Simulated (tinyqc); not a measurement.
## Threshold of a short bulk MOSFET: charge sharing, barrier lowering, narrow width: threshold roll-off against channel length

n-channel device on a p-type body, depletion approximation, full ionisation. Uniform doping N = Na. Vbi from Boltzmann statistics is rough for the degenerate source. Cox = eps0 eox/tox.

ni = sqrt(Nc Nv) exp(-Eg/(2 Vt)), Eg in volts; 2 pB = 2 Vt ln(N/ni); flat band Vfb - Vt ln(N/Na); Wd = sqrt(2 eps0 eps_r (2 pB - Vbs)/(q N)); body term q N Wd/Cox; long-channel VT0 = flat band + 2 pB + body term; Vbi = Vt ln(N Nsd/ni^2); scale length l = sqrt((eps_r/eox) tox Wd). Charge sharing (trapezoid; it ignores Vds): F = (xj/L)(sqrt(1 + 2 Wd/xj) - 1), lowering = body term times F. Barrier lowering: th = exp(-L/(2 l)) + 2 exp(-L/l), lowering = th [2 (Vbi - 2 pB) + Vds], DIBL = th. Narrow width: rise = body term times xw Wd/W. VT by each model = VT0 - lowering + rise. DIBL under 0.001 mV/V is printed as 0.

Values chosen for this exercise; band and dielectric values close to those of silicon: temperature T = 400 K; band gap Eg = 1.12 eV; relative permittivity eps_r = 11.8; conduction-band density of states at T Nc = 4.34e19 cm^-3; valence-band density of states at T Nv = 4.02e19 cm^-3; relative permittivity of the gate insulator (close to silicon dioxide) eox = 3.9; insulator thickness tox = 2 nm; channel doping Na = 5.9e17 cm^-3; source and drain doping Nsd = 1e20 cm^-3; flat-band voltage for the doping Na Vfb = -0.71 V; junction depth xj = 12 nm; body-source voltage Vbs = 0 V; drain-source voltage Vds = 0.05 V; gate width W = 780 nm; shape factor of the fringing depletion at the width edges xw = 1.5708.

Constants: q = 1.602176634e-19 C, kB = 1.380649e-23 J/K, Vt = kB T/q, eps0 = 8.8541878128e-14 F/cm where lengths are in cm. Results are converted to the units shown.

The same in every row: N (cm^-3) = 5.9000e17; VT0 (V) = 0.35033.

Result of one run:

| L/l | F | DIBL (mV/V) | VT, charge sharing (V) | VT, barrier lowering (V) |
|---|---|---|---|---|
| 3.1713 | 0.43532 | 288.72 | 0.26861 | 0.25387 |

Which channel length L gave this result: 51, 110, 220 or 320 nm?

L = 51 nm.

The whole series:

| L (nm) | L/l | F | DIBL (mV/V) | VT, charge sharing (V) | VT, barrier lowering (V) |
|---|---|---|---|---|---|
| 51 | 3.1713 | 0.43532 | 288.72 | 0.26861 | 0.25387 |
| 74 | 4.6014 | 0.30002 | 120.26 | 0.30027 | 0.32190 |
| 110 | 6.8400 | 0.20183 | 34.853 | 0.32324 | 0.35639 |
| 150 | 9.3273 | 0.14801 | 9.6101 | 0.33584 | 0.36659 |
| 220 | 13.680 | 0.10092 | 1.0724 | 0.34686 | 0.37004 |
| 320 | 19.898 | 0.069380 | 0.047776 | 0.35424 | 0.37045 |
| 460 | 28.604 | 0.048264 | 0 | 0.35918 | 0.37047 |
| 670 | 41.662 | 0.033137 | 0 | 0.36272 | 0.37047 |
| 960 | 59.694 | 0.023127 | 0 | 0.36506 | 0.37047 |

VT by barrier lowering rises from 0.254 to 0.370 V and VT by charge sharing rises from 0.269 to 0.365 V. DIBL is under 100 mV/V from L = 110 nm on among the rows (th = 0.1 at L/l = 4.92). For L = 51 DIBL exceeds 250 mV/V, where the barrier formula is rough.

tinyqc, about 0.01 s, one thread, Intel Xeon 2.30GHz (shared host): `OMP_NUM_THREADS=1 python tinyqc.py 2002183 2002184 out.jsonl`
